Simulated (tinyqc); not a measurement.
Inside a calculation. Method: exchange-only LDA atom on a uniform radial grid, spin-unpolarised, for F. Computed by tinyqc, a small Python program that keeps every step. Settings: Z = 9, points = 64, R = 13.9, functional = Slater exchange alone, mixing = 0.4, iteration cap = 61. Command: `OMP_NUM_THREADS=1 python tinyqc.py 26147 26148 out.jsonl` (the two numbers bound the seeds that draw the settings). One thread of a shared host (Intel(R) Xeon(R) Processor @ 2.60GHz), about 0.09 s of CPU time with the checks. Later iterations appear only in the table of the cycle.

## Iteration 1

Spherical atom on a uniform radial grid r_j = j h with h = R/(N + 1), h sum u^2 = 1 and integrals as h times sums, u(0) = u(R) = 0 (atomic units):
```
parameter            value
Z                        9
points N                64
R                13.900000
h                 0.213846
mixing            0.400000
electrons in 1s          2
electrons in 2s          2
electrons in 2p          5
```

Three-point differences turn -u''/2 + [l(l+1)/2r^2 - Z/r + V] u = e u into a tridiagonal matrix (diagonal 1/h^2 + potential, off-diagonal -1/2h^2). D = sum f u^2; the Hartree potential y/r solves y'' = -D/r with y(0) = 0, y(R) = N_e; v_xc comes from rho = D/(4 pi r^2); E = sum f e - int D V + int D (V_H/2 + eps_xc); V(new) = V + mixing (V_H + v_xc - V).

eigenvalues (hartree): 1s -25.5609, 2s -8.4805, 2p -11.1588

Every 4th grid point:
```
r          V in     u(1s)      u(2s)     u(2p)         D      V_H       v_xc
0.8554   0.0000    0.1117    -1.1186    0.6131    4.4071  10.3217    -0.7707
1.7108   0.0000    0.0008    -0.1880    0.0404    0.0789   5.2602    -0.1270
2.5662   0.0000  4.25e-06    -0.0149    0.0016  4.57e-04   3.5072    -0.0174
3.4215   0.0000  2.02e-08    -0.0009  5.50e-05  1.62e-06   2.6304    -0.0022
4.2769   0.0000  8.98e-11  -4.69e-05  1.65e-06  4.41e-09   2.1043  -2.64e-04
5.1323   0.0000         0  -2.24e-06  4.61e-08  1.01e-11   1.7536  -3.07e-05
5.9877   0.0000         0  -1.01e-07  1.23e-09         0   1.5031     0.0000
6.8431   0.0000         0  -4.35e-09  3.16e-11         0   1.3152     0.0000
7.6985   0.0000    0.0000  -1.81e-10         0         0   1.1691     0.0000
8.5538   0.0000    0.0000          0         0         0   1.0522     0.0000
9.4092   0.0000    0.0000          0         0         0   0.9565     0.0000
10.2646  0.0000    0.0000          0         0         0   0.8768     0.0000
11.1200  0.0000    0.0000          0         0         0   0.8094     0.0000
11.9754  0.0000    0.0000          0         0         0   0.7515     0.0000
12.8308  0.0000    0.0000          0         0         0   0.7014     0.0000
13.6862  0.0000    0.0000          0         0         0   0.6576     0.0000
```

total energy = -55.739717 hartree

## Iteration 2

As before.

eigenvalues (hartree): 1s -17.3733, 2s -4.2280, 2p -5.1881

Every 4th grid point:
```
r          V in     u(1s)      u(2s)     u(2p)         D     V_H       v_xc
0.8554   3.8204    0.1643    -1.0736    0.8639    6.0905  9.9316    -0.8584
1.7108   2.0533    0.0024    -0.4159    0.1661    0.4839  5.2533    -0.2325
2.5662   1.3959  2.85e-05    -0.0789    0.0207    0.0146  3.5071    -0.0552
3.4215   1.0513  3.05e-07    -0.0117    0.0022  2.97e-04  2.6304    -0.0124
4.2769   0.8416  3.11e-09    -0.0015  2.04e-04  4.87e-06  2.1043    -0.0027
5.1323   0.7014  3.08e-11  -1.84e-04  1.82e-05  6.95e-08  1.7536    -0.0006
5.9877   0.6012         0  -2.11e-05  1.55e-06  9.01e-10  1.5031  -1.24e-04
6.8431   0.5261         0  -2.32e-06  1.28e-07  1.09e-11  1.3152  -2.60e-05
7.6985   0.4676    0.0000  -2.48e-07  1.03e-08         0  1.1691     0.0000
8.5538   0.4209    0.0000  -2.59e-08  8.14e-10         0  1.0522     0.0000
9.4092   0.3826    0.0000  -2.66e-09  6.33e-11         0  0.9565     0.0000
10.2646  0.3507    0.0000  -2.69e-10         0         0  0.8768     0.0000
11.1200  0.3237    0.0000  -2.68e-11         0         0  0.8094     0.0000
11.9754  0.3006    0.0000          0         0         0  0.7515     0.0000
12.8308  0.2806    0.0000          0         0         0  0.7014     0.0000
13.6862  0.2630    0.0000          0         0         0  0.6576     0.0000
```

total energy = -67.058542 hartree

## Iteration 3

As before.

eigenvalues (hartree): 1s -13.7815, 2s -2.2781, 2p -2.6297

Every 4th grid point:
```
r          V in     u(1s)      u(2s)     u(2p)         D     V_H       v_xc
0.8554   5.9215    0.1897    -0.9472    0.9234    6.1299  9.4539    -0.8603
1.7108   3.2403    0.0039    -0.5783    0.3177    1.1735  5.2273    -0.3123
2.5662   2.2183  6.68e-05    -0.1835    0.0761    0.0963  3.5061    -0.1036
3.4215   1.6779  1.07e-06    -0.0470    0.0158    0.0057  2.6304    -0.0333
4.2769   1.3456  1.67e-08    -0.0108    0.0030  2.80e-04  2.1043    -0.0105
5.1323   1.1221  2.53e-10    -0.0023    0.0005  1.24e-05  1.7536    -0.0033
5.9877   0.9619         0  -4.83e-04  9.63e-05  5.13e-07  1.5031    -0.0010
6.8431   0.8417         0  -9.67e-05  1.65e-05  2.01e-08  1.3152  -3.19e-04
7.6985   0.7482         0  -1.89e-05  2.76e-06  7.52e-10  1.1691  -9.88e-05
8.5538   0.6734         0  -3.62e-06  4.55e-07  2.72e-11  1.0522  -3.05e-05
9.4092   0.6122         0  -6.83e-07  7.42e-08         0  0.9565     0.0000
10.2646  0.5612         0  -1.27e-07  1.19e-08         0  0.8768     0.0000
11.1200  0.5180         0  -2.35e-08  1.91e-09         0  0.8094     0.0000
11.9754  0.4810         0  -4.29e-09  3.02e-10         0  0.7515     0.0000
12.8308  0.4489         0  -7.68e-10  4.70e-11         0  0.7014     0.0000
13.6862  0.4209         0  -8.08e-11         0         0  0.6576     0.0000
```

total energy = -69.983938 hartree

## Convergence

Stop when input and output potentials agree to 1e-7.

Course of the cycle (hartree):
```
iteration           E     e(1s)    e(2s)     e(2p)  largest |V(out) - V(in)|
1          -55.739717  -25.5609  -8.4805  -11.1588                  2.21e+01
2          -67.058542  -17.3733  -4.2280   -5.1881                  9.58e+00
3          -69.983938  -13.7815  -2.2781   -2.6297                  3.64e+00
4          -70.511974  -12.3766  -1.3721   -1.5302                  1.31e+00
5          -70.581612  -11.8831  -0.9383   -1.0493                  6.36e-01
6          -70.594538  -11.7005  -0.7170   -0.8220                  3.44e-01
7          -70.598392  -11.6145  -0.5965   -0.7026                  1.92e-01
8          -70.599604  -11.5664  -0.5287   -0.6363                  1.08e-01
9          -70.599977  -11.5380  -0.4901   -0.5987                  6.14e-02
10         -70.600091  -11.5210  -0.4681   -0.5773                  3.51e-02
11         -70.600125  -11.5108  -0.4555   -0.5651                  2.01e-02
...               ...       ...      ...       ...                       ...
24         -70.600141  -11.4955  -0.4383   -0.5484                  1.86e-05
25         -70.600141  -11.4955  -0.4383   -0.5484                  1.10e-05
26         -70.600141  -11.4955  -0.4383   -0.5484                  6.49e-06
27         -70.600141  -11.4955  -0.4383   -0.5484                  3.82e-06
28         -70.600141  -11.4955  -0.4383   -0.5484                  2.25e-06
29         -70.600141  -11.4955  -0.4383   -0.5484                  1.33e-06
30         -70.600141  -11.4955  -0.4383   -0.5484                  7.88e-07
31         -70.600141  -11.4955  -0.4383   -0.5484                  4.67e-07
32         -70.600141  -11.4955  -0.4383   -0.5484                  2.76e-07
33         -70.600141  -11.4955  -0.4383   -0.5484                  1.64e-07
34         -70.600141  -11.4955  -0.4383   -0.5484                  9.68e-08
```

Converged in 34 iterations. A uniform grid resolves the cusp poorly: for a bare nucleus this grid gives 1s at -25.56089 against -Z^2/2 = -40.5 hartree. Before convergence this energy mixes input and output and is not variational, so it may rise towards its limit.
